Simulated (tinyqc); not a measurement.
Grain-boundary diffusion: Harrison regimes, Fisher and Le Claire analysis, Hart average: one step, computed by the program tinyqc.

A boundary is a slab of width delta with diffusivity D_b, normal to a surface held at constant concentration; it leaks into grains of diffusivity D.

Problem. Effective diffusivity. Hart average for parallel slabs: f = delta/d, D_eff = (s f D_b + (1 - f) D)/(1 - f + s f); share of the boundaries = s f D_b/(s f D_b + (1 - f) D); depth sqrt(D_eff t).

Inputs (values chosen for the exercise, for a model polycrystal):
```
quantity,value,unit
boundary width delta,0.98,nm
segregation factor s,3,-
grain size d,1,um
temperature T,1370,K
time t,470000,s
```

D_b = 3.434473e-13 m^2/s

D = 5.682379e-18 m^2/s

Give: boundary fraction f; D_eff; share of the boundaries; depth sqrt(D_eff t).

Solution.

boundary fraction f = 9.80e-04

D_eff = 1.013e-15 m^2/s

share of the boundaries = 0.9944

depth sqrt(D_eff t) = 21.82 um

Caution: outside regime A (which needs sqrt(D t) above about 3 d) the Hart average and its depth are formal: they describe a profile only in regime A or at steady state.
